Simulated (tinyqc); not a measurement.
Quasi-harmonic thermal expansion with mode Grueneisen parameters. Inputs raised by 5 %, one at a time. Computed by tinyqc, a small Python program. Command: `OMP_NUM_THREADS=1 python tinyqc.py 3029216 3029217 out.jsonl qha sens`. One thread of a shared host (Intel(R) Xeon(R) Processor @ 2.30GHz), about 0.05 s of CPU time with the checks.

A crystal with two atoms a cell; per atom there are 1 transverse acoustic (TA), 1/2 longitudinal acoustic (LA) and 3/2 optical (O) modes. Every frequency of group i scales as nu_i (V/V0)^(-gamma_i). Each group has one frequency. Static energy: E = (9 V0 B0/16) [y^3 B' + y^2 (2 - 4 y)], y = (V0/V)^(2/3) - 1, with pressure P_s = (3 B0/2) (z^7 - z^5) [1 + (3/4)(B' - 4)(z^2 - 1)], z = (V0/V)^(1/3).

Inputs (values chosen for the exercise, modelled on silicon carbide): static volume V0 = 10.4 angstrom^3/atom; static bulk modulus B0 = 231 GPa; static B' = 4.01; frequency nu_TA = 10.6 THz; frequency nu_LA = 18 THz; frequency nu_O = 24.5 THz; Grueneisen parameter gamma_TA = 0.19; Grueneisen parameter gamma_LA = 0.86; Grueneisen parameter gamma_O = 1.2; temperature T = 120 K; step factor f = 0.8.

Acoustic groups: Einstein.

Constants: h x 1 THz = 4.135667696 meV; k_B = 8.617333262e-05 eV/K; 1 eV/angstrom^3 = 160.2176634 GPa.

Method:
- For a mode with x = h nu/(k_B T), n = 1/(exp(x) - 1): U = h nu (n + 1/2), C/k_B = x^2 n (n + 1); U_i and C_i sum these over group i with its weight per atom.
- Phonon pressure P_ph = sum_i gamma_i U_i/V.
- gamma_th = sum gamma_i C_i / sum C_i; volume expansion coefficient alpha_V = gamma_th C k_B/(B0 V0); linear coefficient alpha_V/3; first-order volume change P_ph/B0.
- Start at V0 and step V(new) = V [1 + f (P_s + P_ph)/B0]; stop when |P_s + P_ph| < 1e-8 GPa, after 60 steps, or when V leaves 0.7 to 1.3 V0.
- B_T = -V d(P_s + P_ph)/dV at fixed T (central difference, step 1e-4 V); alpha_V = sum gamma_i C_i k_B/(B_T V), all at V(T); the linear coefficient is alpha_L = alpha_V/3.
- C_P - C_V = alpha_V^2 B_T V T; the optical frequency is nu_O (V/V0)^(-gamma_O).

Runs; columns: (1) input moved; (2) from; (3) to; (4) linear expansion coefficient (ppm/K); (5) volume change from V0 (%); (6) C_P - C_V (k_B/atom); (7) gamma_th at V0:
```
(1)                                  (2)     (3)      (4)      (5)         (6)      (7)
base run                               -       -  0.15116  0.74591  4.2651e-06  0.26165
static volume V0 (angstrom^3/atom)  10.4   10.92  0.14379  0.71029  4.0536e-06  0.26165
static bulk modulus B0 (GPa)         231  242.55  0.14379  0.71029  4.0536e-06  0.26165
static B'                           4.01  4.2105  0.15138  0.74647  4.2716e-06  0.26165
frequency nu_TA (THz)               10.6   11.13  0.14010  0.74719  3.6640e-06  0.26983
frequency nu_O (THz)                24.5  25.725  0.14491  0.77645  3.9189e-06  0.25329
Grueneisen parameter gamma_LA       0.86   0.903  0.15290  0.75126  4.3640e-06  0.26448
temperature T (K)                    120     126  0.18054  0.74621  6.3887e-06  0.27464
```

Exponents ln(y'/y) / ln(x'/x):
```
input                          linear expansion coefficient  volume change from V0  C_P - C_V  gamma_th at V0
static volume V0                                     -1.025                 -1.003     -1.042           0.000
static bulk modulus B0                               -1.025                 -1.003     -1.042           0.000
static B'                                             0.031                  0.015      0.031           0.000
frequency nu_TA                                      -1.557                  0.035     -3.114           0.631
frequency nu_O                                       -0.865                  0.823     -1.735          -0.665
Grueneisen parameter gamma_LA                         0.235                  0.147      0.470           0.221
temperature T                                         3.641                  0.008      8.282           0.993
```

To which inputs is each result most sensitive?

Among the inputs moved here: linear expansion coefficient answers most in size to temperature T (exponent +3.641), next to frequency nu_TA (-1.557). Its exponent -1.025 in static volume V0: alpha_L = gamma C/(3 B V). Its exponent -1.025 in static bulk modulus B0: alpha_L = gamma C/(3 B V). Volume change from V0 answers most in size to static volume V0 (exponent -1.003), and about equally to static bulk modulus B0 (-1.003). C_P - C_V answers most in size to temperature T (exponent +8.282), next to frequency nu_TA (-3.114). gamma_th at V0 answers most in size to temperature T (exponent +0.993), next to frequency nu_O (-0.665); its exponent is below 0.0005 for static volume V0, static bulk modulus B0, static B'.
